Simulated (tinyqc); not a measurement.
Worked calculation: Hubbard chain of 2 sites. One step of it, computed by the program tinyqc.

Problem. Mean-field iteration 1. H(up) = T + U n(down), H(down) = T + U n(up); fill the lowest levels; n(new) = n + mixing (n(out) - n); E = tr T (rho up + rho down) + U sum n_up n_down of the output.

one-body matrix (hopping and site energies) (eV), order 1, 2:
$$\begin{pmatrix}
0.000000 & -0.540000 \\
-0.540000 & 0.000000
\end{pmatrix}$$

U = 2.100000 eV

electrons, up and down: [1, 1]

mixing = 0.200000

n(up) at the start (a guess, not normalised): 1 0.550000, 2 0.450000

n(down) at the start (a guess): 1 0.450000, 2 0.550000

Give: levels, up; levels, down; energy; n(up) after iteration 1; n(down) after iteration 1.

Solution.

levels, up (eV): [0.4999, 1.6001]

levels, down (eV): [0.4999, 1.6001]

energy = -0.0484 eV

n(up) after iteration 1: 1 0.5591, 2 0.4409

n(down) after iteration 1: 1 0.4409, 2 0.5591
